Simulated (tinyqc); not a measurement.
Interdiffusion in a binary couple: Darken equations, Kirkendall shift and Boltzmann-Matano analysis: one step, computed by the program tinyqc. Command: `OMP_NUM_THREADS=1 python tinyqc.py 3026689 3026690 out.jsonl darken walk`. One thread of a shared host (Intel(R) Xeon(R) Processor @ 2.30GHz), about 0.01 s of CPU time with the checks.

x is the mole fraction of B; the molar volume is constant, and the two halves are long enough to count as infinite.

Question. Boltzmann-Matano diffusivity. D~(x) = area/(2 t slope), with z counted from the original interface (the Matano plane); 1 um^2 = 1e-12 m^2.

Inputs (values chosen for the exercise, for a model alloy A-B): temperature T = 1160 K; time t = 3200 s.

area -int z dx from x_L to the local x = 0.4177165 um

slope dx/dz at the local x = 0.08015048 1/um

Give: D~ from the profile.

Answer.

D~ from the profile = 8.1432e-16 m^2/s
